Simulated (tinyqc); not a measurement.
Undoped gate-all-around wire MOSFET, analytic charge model: two steps of the calculation.

An undoped round wire of radius R under an insulator shell and a surrounding gate; long channel, electrons only, n = ni exp((psi - V)/Vt) with V the quasi-Fermi potential (0 at the source, Vd at the drain), constant mobility, no quantisation. The radial Poisson equation gives n(r) = n(0)/(1 - (1 - b) r^2/R^2)^2 with b = Q0/(Q + Q0). Q is the electron charge per area of the wire surface.

Inputs (values chosen for the exercise); material values close to those of silicon:
```
symbol,value,unit,meaning
T,300,K,temperature
Eg,1.12,eV,band gap
eps_r,11.5,,relative permittivity of the semiconductor
Nc,2.8e19,cm^-3,conduction-band density of states at T
Nv,2.7e19,cm^-3,valence-band density of states at T
eox,23,,relative permittivity of the gate insulator
tox,5.5,nm,insulator thickness
R,5,nm,wire radius
dphi,0.02,V,gate work function less that of the intrinsic body
Vg,0.85,V,gate voltage
```

Constants: q = 1.602176634e-19 C, kB = 1.380649e-23 J/K, Vt = kB T/q, eps0 = 8.8541878128e-14 F/cm where lengths are in cm. Results are converted to the units shown.

Problem 1. Constants of the wire. ni = sqrt(Nc Nv) exp(-Eg/(2 Vt)), Eg in volts; Cox = eps0 eox/(R ln(1 + tox/R)); Q0 = 4 eps0 eps_r Vt/R; V0 = dphi + Vt ln[8 eps0 eps_r Vt/(q ni R^2)].

Wanted: ni; Cox; Q0; V0.

Solution 1.

ni = 1.0757e10 cm^-3
Cox = 5.4896 uF/cm^2
Q0 = 210.59 nC/cm^2
V0 = 0.53723 V

Problem 2. Charge at the source by Newton steps in y = ln(Q/Q0). With V = 0 and Q = Q0 exp(y): f = Q/Cox + Vt y + Vt ln(1 + Q/Q0) - (Vg - V0); df/dy = Q/Cox + Vt (1 + Q/(Q + Q0)); y(new) = y - f/(df/dy).

y after iteration 1 = 1.9977327
Cox = 5.4895827 uF/cm^2
Q0 = 210.58658 nC/cm^2
V0 = 0.53723142 V

Wanted: Q; f; df/dy; y after iteration 2.

Solution 2.

Q = 1553 nC/cm^2
f = 0.07662 V
df/dy = 0.3314 V
y after iteration 2 = 1.767

tinyqc, about 0.03 s, one thread, Intel Xeon 2.30GHz (shared host): `OMP_NUM_THREADS=1 python tinyqc.py 2460138 2460139 out.jsonl`
